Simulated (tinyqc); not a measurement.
# Gate-all-around wire with two subbands, quantum capacitance: effect of the gate voltage

phi is the Fermi level above the lowest subband edge, in volts; Vg is counted from the gate voltage at which an empty wire would have phi = 0. Both directions of motion are filled (equilibrium).

N1 = gv sqrt(2 md m0 kB T/(pi hbar^2)); n1 = N1 F(phi/Vt), n2 = g2 N1 F((phi - E2)/Vt), n = n1 + n2, F(e) = (1/sqrt(pi)) int_0^infinity u^(-1/2) du/(1 + exp(u - e)); Cq = q dn/dphi = (q N1/Vt) [F'(phi/Vt) + g2 F'((phi - E2)/Vt)]. Cox = 2 pi eps0 eox/ln(1 + tox/rw) per length; Vg = phi + q n/Cox. 1/C_G = 1/Cox + 1/(Cq); dphi/dVg = Cox/(Cox + Cq).

Inputs (values chosen for the exercise):
- T = 300 K (temperature)
- eox = 3.9 (relative permittivity of the gate insulator (close to silicon dioxide))
- tox = 1.2 nm (insulator thickness)
- md = 0.032 m0 (mass along the wire)
- gv = 1 (valley degeneracy)
- E2 = 0.29 eV (second subband above the first)
- g2 = 2 (orbital degeneracy of the second subband)
- rw = 2.2 nm (radius of the wire)

Constants: q = 1.602176634e-19 C, kB = 1.380649e-23 J/K, hbar = 1.054571817e-34 J s, m0 = 9.1093837015e-31 kg, Vt = kB T/q, eps0 = 8.8541878128e-14 F/cm where lengths are in cm. Results are converted to the units shown.

The same in every row: Cox (pF/cm) = 4.984.

Effect of the gate voltage:
```
Vg (V),phi (V),n (cm^-1),Cq (pF/cm),C_G (pF/cm),dphi/dVg,share of the second band (%)
-0.2,-0.2000,362.8,0.002247,0.002246,0.9995,0.002688
-0.09,-0.09078,2.431e4,0.1475,0.1433,0.9712,0.002743
0.02,0.002740,5.369e5,2.021,1.438,0.7115,0.004625
0.13,0.07967,1.566e6,1.831,1.339,0.7313,0.03109
0.24,0.1644,2.351e6,1.279,1.018,0.7958,0.5465
0.36,0.2544,3.286e6,2.832,1.806,0.6377,10.86
0.47,0.3131,4.882e6,5.418,2.596,0.4791,33.33
0.58,0.3675,6.610e6,4.482,2.360,0.5265,46.60
0.69,0.4295,8.103e6,3.362,2.008,0.5972,52.88
0.8,0.4979,9.396e6,2.763,1.777,0.6434,56.23
```

As Vg goes from -0.2 to 0.8, Cq moves up and down between 0.00225 and 5.42 pF/cm, C_G/Cox moves up and down between 4.51e-4 and 0.521 and n rises from 363 to 9.40e6 cm^-1. Cq is below Cox for Vg = -0.2, -0.09, 0.02, 0.13, 0.24, 0.36, 0.58, 0.69, 0.8; there the density of states limits the response dn/dVg more than the insulator does. The peak of Cq mirrors the inverse-square-root peak of the density of states at a subband edge. For Vg = 0.47, 0.58, 0.69, 0.8 phi exceeds 0.3 V, where non-parabolicity and further bands matter for so light a mass.

Numbers from tinyqc (`OMP_NUM_THREADS=1 python tinyqc.py 2200042 2200043 out.jsonl`; about 0.01 s on one thread of a shared Intel Xeon 2.30GHz).
